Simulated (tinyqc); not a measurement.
# Which input was changed?

Model: equilibrium and kinetic segregation of a solute to boundaries and growing surfaces. Computed by tinyqc, a small Python program. Command: `OMP_NUM_THREADS=1 python tinyqc.py 3019439 3019440 out.jsonl segreg which`. One thread of a shared host (Intel(R) Xeon(R) Processor @ 2.30GHz), about 0.04 s of CPU time with the checks.

Inputs (values chosen for the exercise, for a model alloy):
```
quantity,value,unit
segregation energy Q,0.467,eV
interaction z w (positive attracts),-0.058,eV
total solute fraction x0,0.00053,-
temperature T,800,K
grain size d,1100,nm
boundary thickness delta,0.44,nm
atomic volume Omega,14.5,angstrom^3
clean boundary energy gamma_0,0.96,J/m^2
```

Isotherm: Fowler-Guggenheim.

Constants: k_B = 8.617333262e-05 eV/K; 1 eV/angstrom^2 = 16.02176634 J/m^2.

Method:
- With theta the solute fraction on boundary sites and x that in the grains, theta/(1 - theta) = [x/(1 - x)] exp[(Q + z w theta)/(k_B T)].
- Finite grains: boundary sites are the fraction f = 3 delta/d, and x0 = (1 - f) x + f theta; solve both equations for theta; share at boundaries = f theta/x0.
- Gibbs adsorption for this isotherm in a dilute matrix: gamma = gamma_0 + Gam_0 [k_B T ln(1 - theta) + z w theta^2/2], Gam_0 = delta/Omega sites per area.

Problem. One of these inputs alone was changed, within the range given: segregation energy Q (0.2335 to 0.934); interaction z w (positive attracts) (-0.116 to -0.029); temperature T (500 to 1600); boundary thickness delta (0.22 to 0.88). Which one, and to what value?

Results:
```
run,share of solute at boundaries (%),fraction x left in the grains,boundary energy gamma (J/m^2)
before,42.23399,3.065277e-04,0.8858994
after,86.65771,7.079910e-05,0.7776422
```

Solution.

Each candidate set to reproduce share of solute at boundaries, and what it then gives:
```
candidate,range searched,value needed,fraction x left in the grains,boundary energy gamma (J/m^2)
segregation energy Q (eV),0.2335 to 0.934,0.6480,7.0799e-05,0.77764
interaction z w (positive attracts) (eV),-0.116 to -0.029,out of reach,-,-
temperature T (K),500 to 1600,568.6,7.0799e-05,0.82441
boundary thickness delta (nm),0.22 to 0.88,out of reach,-,-
```

Only segregation energy Q fits every result: it went from 0.467 to 0.648 eV. The next best candidate, temperature T, misses one result by 6.0 %.
